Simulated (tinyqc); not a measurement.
# Resistance of a tapered via with liner, size effect and interface: effects of single changes

A round via whose diameter grows from db at the bottom as D(z) = db + 2 z/tan(ang). The fill, of diameter D - 2 tl, starts above the bottom liner (thickness fb tl) and has rho = rho0 (1 + ks lam/(D - 2 tl)); the sidewall liner conducts in parallel with it. The bottom liner and the interface are crossed over the full area pi db^2/4. Spreading in the lines above and below is left out.

Parameters, values chosen for the exercise; fill metal close to copper:
```
symbol    value      unit                                                   meaning
db           32        nm                                    diameter at the bottom
hv           87        nm                                                    height
ang          86   degrees                                            sidewall angle
rho0       1.66   uohm cm                              bulk resistivity of the fill
lam        40.1        nm                                mean free path of the fill
ks          1.5                                                  size-effect factor
tl          2.5        nm                                     liner on the sidewall
fb            1                       liner at the bottom over that on the sidewall
rl          590   uohm cm                                  resistivity of the liner
ri      2.3e-12  ohm cm^2                       interface resistivity at the bottom
Sb       1.1e15     S/m^2      ballistic conductance per area, about 3/(4 rho0 lam)
rho2       7.66   uohm cm  bulk resistivity of the second fill (close to ruthenium)
lam2       6.53        nm                                        its mean free path
tl2         0.5        nm                                                 its liner
```

Each table varies one quantity; the others keep the values above.

## Via resistance against the diameter at the bottom

Slices between z0 = fb tl and hv, evaluated at their midpoints: conductance per length pi/4 [(D - 2 tl)^2/rho + (D^2 - (D - 2 tl)^2)/rl], slice resistance = slice height over that. 2000 slices. R_fill = sum of the slices; R_bottom = rl fb tl/(pi db^2/4); R_interface = ri/(pi db^2/4); ballistic (Sharvin) limit 1/(Sb pi (db - 2 tl)^2/4); ideal cylinder rho0 hv/(pi db^2/4).

Via resistance against the diameter at the bottom:

| db (nm) | R_fill (ohm) | R_bottom (ohm) | R_interface (ohm) | R (ohm) | ballistic limit (ohm) | R over ideal cylinder | largest part |
|---|---|---|---|---|---|---|---|
| 8.3 | 319.8 | 272.6 | 4.251 | 596.7 | 106.3 | 22.35 | fill |
| 11 | 110.6 | 155.2 | 2.420 | 268.3 | 32.15 | 17.65 | bottom liner |
| 16 | 33.22 | 73.36 | 1.144 | 107.7 | 9.566 | 15.00 | bottom liner |
| 22 | 13.21 | 38.80 | 0.6051 | 52.62 | 4.005 | 13.85 | bottom liner |
| 30 | 5.661 | 20.87 | 0.3254 | 26.85 | 1.852 | 13.14 | bottom liner |
| 42 | 2.347 | 10.65 | 0.1660 | 13.16 | 0.8455 | 12.62 | bottom liner |
| 58 | 1.039 | 5.583 | 0.08705 | 6.709 | 0.4121 | 12.27 | bottom liner |
| 80 | 0.4740 | 2.934 | 0.04576 | 3.454 | 0.2058 | 12.02 | bottom liner |

R falls from 597 to 3.45 ohm. The fill is the largest part at db = 8.3, the bottom liner from 11 on. R goes as db^(-2.84) between the first two rows and db^(-2.06) between the last two; area alone gives -2.

## Via resistance against the liner on the sidewall

Same model as above.

2000 slices.

The same in every row: R_interface (ohm) = 0.2860.

Via resistance against the liner on the sidewall:

| tl (nm) | R_fill (ohm) | R_bottom (ohm) | R (ohm) | ballistic limit (ohm) | R over ideal cylinder | largest part |
|---|---|---|---|---|---|---|
| 0 | 3.410 | 0 | 3.696 | 1.130 | 2.058 | fill |
| 0.6 | 3.678 | 4.402 | 8.365 | 1.220 | 4.658 | bottom liner |
| 1.1 | 3.925 | 8.070 | 12.28 | 1.303 | 6.839 | bottom liner |
| 1.7 | 4.257 | 12.47 | 17.01 | 1.415 | 9.475 | bottom liner |
| 2.3 | 4.632 | 16.87 | 21.79 | 1.542 | 12.13 | bottom liner |
| 2.9 | 5.058 | 21.27 | 26.62 | 1.686 | 14.82 | bottom liner |
| 3.4 | 5.458 | 24.94 | 30.69 | 1.823 | 17.09 | bottom liner |
| 4 | 6.003 | 29.34 | 35.63 | 2.010 | 19.84 | bottom liner |

R rises from 3.70 to 35.6 ohm. The fill is the largest part at tl = 0, the bottom liner from 0.6 on. The share of the two bottom terms goes from 7.74 to 83.2 %.

## Two fill metals against the diameter

2000 slices. R_fill = sum of the slices; R_bottom = rl fb tl/(pi db^2/4); R_interface = ri/(pi db^2/4). The second fill has rho2, lam2 and tl2 in place of rho0, lam and tl.

Two fill metals against the diameter:

| db (nm) | R, first fill (ohm) | R, second fill (ohm) | ratio second/first |
|---|---|---|---|
| 8.5 | 554.2 | 162.9 | 0.2940 |
| 12 | 214.8 | 82.35 | 0.3834 |
| 17 | 93.72 | 41.51 | 0.4430 |
| 24 | 43.49 | 21.07 | 0.4844 |
| 35 | 19.33 | 10.00 | 0.5174 |
| 49 | 9.529 | 5.136 | 0.5390 |
| 70 | 4.547 | 2.528 | 0.5559 |
| 100 | 2.186 | 1.242 | 0.5683 |

What does the table show?

The ratio goes from 0.294 to 0.568. The second fill gives the lower R in every row.

Computed by the program tinyqc: `OMP_NUM_THREADS=1 python tinyqc.py 2750193 2750194 out.jsonl`, one thread of a shared Intel Xeon 2.30GHz, about 0.01 s for the whole run.
